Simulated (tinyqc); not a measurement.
Inside a calculation. Model: tunnelling through a gate dielectric, WKB transmission and Tsu-Esaki current.

Program tinyqc, `OMP_NUM_THREADS=1 python tinyqc.py 2540137 2540138 out.jsonl`; Intel Xeon 2.30GHz, shared host, one thread, about 0.05 s. Printed values are rounded.

Electrons leave the emitter at x = 0. Energies E (motion across the layers) are in eV from the emitter Fermi level; the collector Fermi level lies at -V and offers states at every E. No charge in the dielectric and no image force: F1 = V/t1, U = phi1 - F1 x. With C = hbar^2/(2 m0), kappa = sqrt(m (U - E)/C) where U > E and 0 elsewhere; T(E) = exp(-S), S = 2 times the integral of kappa over x.

Inputs (values chosen for the exercise); dielectric values close to those of silicon nitride: temperature T = 77 K; Fermi energy of the emitter above its band bottom Ef = 2.9 eV; emitter mass in the supply function me = 0.51 m0; barrier of layer 1 above the emitter Fermi level at zero bias phi1 = 2.09 eV; tunnelling mass of layer 1 m1 = 0.48 m0; thickness of layer 1 t1 = 7.5 nm; voltage across the dielectric V = 4.1 V; energy of the electron followed E = 0 eV; cells in each layer nc = 9; lower end of the energy grid Ea = -0.37 eV; upper end of the energy grid Eb = 0.068 eV; points of the energy grid nE = 11.

Constants: q = 1.602176634e-19 C, kB = 1.380649e-23 J/K, hbar = 1.054571817e-34 J s, m0 = 9.1093837015e-31 kg, Vt = kB T/q, hbar^2/(2 m0) = 0.0380998212 eV nm^2. Results are converted to the units shown.

## Fields and band edges

F1 = V/t1, U = phi1 - F1 x.

F1 = 5.466667 MV/cm
U at x = t1 = -2.01 eV

## WKB exponent by the midpoint rule

Cut each layer into nc equal cells, take U and kappa at the cell centres, and sum S = 2 sum kappa h.

```
cell,x (nm),U (eV),kappa (1/nm)
0,0.416667,1.862222,4.843674
1,1.250000,1.406667,4.209735
2,2.083333,0.951111,3.461583
3,2.916667,0.495556,2.498649
4,3.750000,0.040000,0.709887
5,4.583333,-0.415556,0.000000
6,5.416667,-0.871111,0.000000
7,6.250000,-1.326667,0.000000
8,7.083333,-1.782222,0.000000
```

S = 26.20588
T(E) = 4.158442e-12

## WKB exponent in closed form

Each layer adds (2/F) sqrt(m/C) [G(u at its left edge) - G(u at its right edge)] to S, with u = U - E (0 where negative) and G(u) = (2/3) u^1.5. The slope follows from 1/d = -dS/dE.

S = 26.15741
T(E) = 4.364974e-12
energy d over which T(E) grows by a factor e = 0.053267 eV

The midpoint rule gives S = 26.206, so its T(E) is 4.7 % below this value. The band edge of layer 1 drops below E inside the layer: the barrier there is triangular (the Fowler-Nordheim case).

## Current density on a coarse energy grid

J = J0 times the integral of T(E) N(E) dE, N = ln[(1 + exp(-E/Vt))/(1 + exp((-E - V)/Vt))], J0 = q^2 me m0 kB T/(2 pi^2 hbar^3) (times 1e-4 for A/cm^2 per eV), by Simpson's rule on nE equally spaced points from Ea to Eb.

```
point,E (eV),T(E),N,T(E) N
0,-0.3700000,3.115391e-15,55.76197,1.737203e-13
1,-0.3262000,7.572029e-15,49.16096,3.722482e-13
2,-0.2824000,1.825709e-14,42.55995,7.770210e-13
3,-0.2386000,4.366554e-14,35.95894,1.570166e-12
4,-0.1948000,1.035860e-13,29.35792,3.041069e-12
5,-0.1510000,2.437160e-13,22.75691,5.546223e-12
6,-0.1072000,5.686609e-13,16.15590,9.187229e-12
7,-0.0634000,1.315749e-12,9.554960,1.257193e-11
8,-0.0196000,3.018605e-12,3.004701,9.070006e-12
9,0.0242000,6.866176e-12,0.02573180,1.766791e-13
10,0.0680000,1.548316e-11,3.542249e-5,5.484522e-16
```

J0 = 5.476407e7 A/(cm^2 eV)
J = 1.001634e-4 A/cm^2

The integrand peaks at E = -0.0634 eV among these points. A converged quadrature from -Ef to above the barrier gives 1.013e-4 A/cm^2; this grid is 1.1 % below that.
